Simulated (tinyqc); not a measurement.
## Permittivity and interface capacitance from two thicknesses

Inverse problem. 1/C = t/(eps0 ek) + 2/ci for planar capacitors that differ only in thickness. Find ek, ci and the EOT of the interfaces, 2 x 3.9 eps0/ci.

Constants: eps0 = 8.8541878128e-14 F/cm where lengths are in cm. Results are converted to the units shown.

C at t = 2.5 and 7.6 nm (uF/cm^2): [2.1748012, 0.76882504]

Answer. 1/C is a straight line in t: the slope gives ek and the intercept 2/ci. A single thickness would give only the effective permittivity; when the interfaces are a small part of 1/C, ci needs very accurate data.

ek = 6.850
ci = 42.00 uF/cm^2
EOT of the interfaces = 0.1644 nm

Numbers from tinyqc (`OMP_NUM_THREADS=1 python tinyqc.py 2102186 2102187 out.jsonl`; about 0.01 s on one thread of a shared Intel Xeon 2.30GHz).
